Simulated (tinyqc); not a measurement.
Worked calculation: tight binding, honeycomb lattice. Computed by tinyqc, a small Python program that keeps every step. Settings: t1 = 2.81, t2 = 0.14, phi = 0, delta = 0, points = 7. Command: `OMP_NUM_THREADS=1 python tinyqc.py 21659 21660 out.jsonl` (the two numbers bound the seeds that draw the settings). One thread of a shared host (Intel(R) Xeon(R) Processor @ 2.60GHz), about 0.01 s of CPU time with the checks.

## Bloch Hamiltonian at k

Parameters chosen for this model:
```
parameter     value                        unit
t1         2.810000                 eV, nearest
t2         0.140000       eV, second neighbours
phi               0  rad, phase of t2 (Haldane)
delta             0          eV, +/- on A and B
```

k point k (fractions of the reciprocal vectors): [0.430000, -0.090000]

H_AB = -t1 (1 + exp(-i k.a1) + exp(-i k.a2)); H_AA = delta - 2 t2 sum cos(k.b + phi), H_BB = -delta - 2 t2 sum cos(k.b - phi), b = a1, a2 - a1, -a2.

H(k) at k (eV), order A, B:
$$\begin{pmatrix}
0.294732 & -2.639997-0.309233i \\
-2.639997+0.309233i & 0.294732
\end{pmatrix}$$

## Levels at k

Diagonalise the Hermitian matrix.

eigenvalues (eV): [-2.363315, 2.952779]

weights |c|^2 of the basis functions, order A, B:
$$\begin{pmatrix}
0.500000 & 0.500000 \\
0.500000 & 0.500000
\end{pmatrix}$$

## Bloch Hamiltonian at K

k point K (fractions of the reciprocal vectors): [0.333333, 0.666667]

As before.

H(k) at K (eV), order A, B:
$$\begin{pmatrix}
0.420000 & 0.000000 \\
0.000000 & 0.420000
\end{pmatrix}$$

## Levels at K

As before.

eigenvalues (eV): [0.420000, 0.420000]

## Bands along a path

The same steps at evenly spaced points between the labelled ones.

Bands along the path (eV):
```
k             band 1    band 2
G          -9.270000  7.590000
G-K 0.33   -7.592776  6.637563
G-K 0.67   -3.620032  3.951774
K           0.420000  0.420000
K-M 0.33   -1.114806  1.875533
K-M 0.67   -2.159337  2.782808
M          -2.530000  3.090000
M-K' 0.33  -2.159337  2.782808
M-K' 0.67  -1.114806  1.875533
K'          0.420000  0.420000
```

With 1 band(s) filled, the highest filled level on these points lies at K and the lowest empty one at K: the bands touch or overlap, so there is no gap.
